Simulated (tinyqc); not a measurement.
Worked calculation: plane-wave Kohn-Sham cycle with exchange-only LDA in a layered model solid. Computed by tinyqc, a small Python program that keeps every step. Settings: points = 16, plane-wave index or count = 2, electrons = 2, k points = 3, area = 31.0, mixing = 0.1, iteration cap = 50. Command: `OMP_NUM_THREADS=1 python tinyqc.py 31514 31515 out.jsonl` (the two numbers bound the seeds that draw the settings). One thread of a shared host (Intel(R) Xeon(R) Processor @ 2.60GHz), about 0.02 s of CPU time with the checks.

A solid whose potential varies along x alone (atomic units):

| parameter | value |
|---|---|
| period a | 16.100000 |
| cross-section of the cell | 31.000000 |
| electrons per cell | 2 |
| grid points | 16 |
| plane waves -n..n, n | 2 |
| k points | 3 |
| V1 in V1 cos(2 pi x/a) | -0.170000 |
| V2 in V2 cos(4 pi x/a) | -0.020000 |

Stop when sqrt(dV sum R^2) is below 1e-8, dV = a A/N.

Course of the cycle:

| iteration | E (hartree) | norm of the residual |
|---|---|---|
| 1 | -0.43720769 | 1.09e-01 |
| 2 | -0.37305688 | 9.18e-02 |
| 3 | -0.32626719 | 7.41e-02 |
| 4 | -0.29531256 | 5.51e-02 |
| 5 | -0.27862643 | 3.37e-02 |
| 6 | -0.27305715 | 1.30e-02 |
| 7 | -0.27242117 | 4.72e-03 |
| 8 | -0.27240057 | 4.11e-03 |
| 9 | -0.27239018 | 3.63e-03 |
| 10 | -0.27238209 | 3.20e-03 |
| 11 | -0.27237580 | 2.83e-03 |
| ... | ... | ... |
| 40 | -0.27235389 | 7.80e-05 |
| 41 | -0.27235389 | 6.90e-05 |
| 42 | -0.27235389 | 6.11e-05 |
| 43 | -0.27235389 | 5.40e-05 |
| 44 | -0.27235388 | 4.78e-05 |
| 45 | -0.27235388 | 4.23e-05 |
| 46 | -0.27235388 | 3.75e-05 |
| 47 | -0.27235388 | 3.32e-05 |
| 48 | -0.27235388 | 2.94e-05 |
| 49 | -0.27235388 | 2.60e-05 |
| 50 | -0.27235388 | 2.31e-05 |

Can the last value be used, and what does the course show?

Not by the stop rule, although the second column moves by less than 1e-07 over the last three steps. Not converged within 50 iterations: the residual falls steadily but slowly, by a factor of about 0.89 a step. Reruns (cap 100 unless said): mixing 0.5, Kerker q0 1.0: converged in 67 (E = -0.27235); mixing 0.3, Pulay depth 5: converged in 14 (E = -0.27235); the original settings with a cap of 400: converged in 118 (E = -0.27235).
